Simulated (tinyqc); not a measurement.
Tight binding, dimerised chain, step by step. Computed by tinyqc, a small Python program that keeps every step. Settings: t1 = 2.08, t2 = 0.32, delta = 0, points = 12, cells = 4. Command: `OMP_NUM_THREADS=1 python tinyqc.py 26664 26665 out.jsonl` (the two numbers bound the seeds that draw the settings). One thread of a shared host (Intel(R) Xeon(R) Processor @ 2.60GHz), about 0.01 s of CPU time with the checks.

## Bloch Hamiltonian at k

Parameters chosen for this model:

| parameter | value | unit |
|---|---|---|
| t1 | 2.080000 | eV, inside the cell |
| t2 | 0.320000 | eV, between cells |
| delta | 0 | eV, +/- on the two sites |

k point k (2 pi / a): 0.010000

H_AA = +delta, H_BB = -delta, H_AB = -t1 - t2 exp(-i k a).

H(k) at k (eV):
```
                     A                    B
A             0.000000  -2.399369+0.020093i
B  -2.399369-0.020093i             0.000000
```

## Levels at k

Diagonalise the Hermitian matrix.

eigenvalues (eV): -2.399453  2.399453

weights |c|^2 of the basis functions:
```
     band 1    band 2
A  0.500000  0.500000
B  0.500000  0.500000
```

## Bloch Hamiltonian at X

k point X (2 pi / a): 0.500000

As before.

H(k) at X (eV):
```
           A          B
A   0.000000  -1.760000
B  -1.760000   0.000000
```

## Levels at X

As before.

eigenvalues (eV): -1.760000  1.760000

weights |c|^2 of the basis functions:
```
     band 1    band 2
A  0.500000  0.500000
B  0.500000  0.500000
```

## Bands along a path

The same steps at evenly spaced points between the labelled ones.

Bands along the path (eV):

| k | band 1 | band 2 |
|---|---|---|
| G | -2.400000 | 2.400000 |
| G-X 0.33 | -2.257078 | 2.257078 |
| G-X 0.67 | -1.939897 | 1.939897 |
| X | -1.760000 | 1.760000 |

With 1 band(s) filled, the highest filled level on these points lies at X and the lowest empty one at X: a gap of 3.5200 eV, direct.

## Berry (Zak) phase of the lower band

On 12 points k_j = j/N: phase = -Im ln of the product of <u_j|u_(j+1)>, closed with u_N = u_0 (the cell-periodic part is taken without the site positions). Single arguments depend on the phases chosen for the u_j; only their sum modulo 2 pi does not.

Overlaps:

| j | \|<u_j\|u_j+1>\| | argument (rad) |
|---|---|---|
| 0 | 0.999426 | -0.033888 |
| 1 | 0.999618 | -0.027659 |
| 2 | 0.999891 | -0.014778 |
| 3 | 0.999989 | 0.147998 |
| 4 | 0.999624 | -0.027416 |
| 5 | 0.999021 | -0.044258 |
| 6 | 0.999021 | -0.044258 |
| 7 | 0.999624 | -0.027416 |
| 8 | 0.999989 | 0.147998 |
| 9 | 0.999891 | -0.014778 |
| 10 | 0.999618 | -0.027659 |
| 11 | 0.999426 | -0.033888 |

phase / pi, folded into (-1, 1] = 0.000000

## Open chain of 4 cells

H of the open chain (eV):
```
           1          2          3          4          5          6          7          8
1   0.000000  -2.080000   0.000000   0.000000   0.000000   0.000000   0.000000   0.000000
2  -2.080000   0.000000  -0.320000   0.000000   0.000000   0.000000   0.000000   0.000000
3   0.000000  -0.320000   0.000000  -2.080000   0.000000   0.000000   0.000000   0.000000
4   0.000000   0.000000  -2.080000   0.000000  -0.320000   0.000000   0.000000   0.000000
5   0.000000   0.000000   0.000000  -0.320000   0.000000  -2.080000   0.000000   0.000000
6   0.000000   0.000000   0.000000   0.000000  -2.080000   0.000000  -0.320000   0.000000
7   0.000000   0.000000   0.000000   0.000000   0.000000  -0.320000   0.000000  -2.080000
8   0.000000   0.000000   0.000000   0.000000   0.000000   0.000000  -2.080000   0.000000
```

The same hoppings without the wrap-around bond.

levels (eV): -2.343664  -2.191900  -1.994806  -1.826571  1.826571  1.994806  2.191900  2.343664

weights of the highest filled level on the sites: 0.082495  0.063617  0.182517  0.171372  0.171372  0.182517  0.063617  0.082495

The bulk gap runs from -1.7600 to 1.7600 eV; no level of this chain lies inside it.
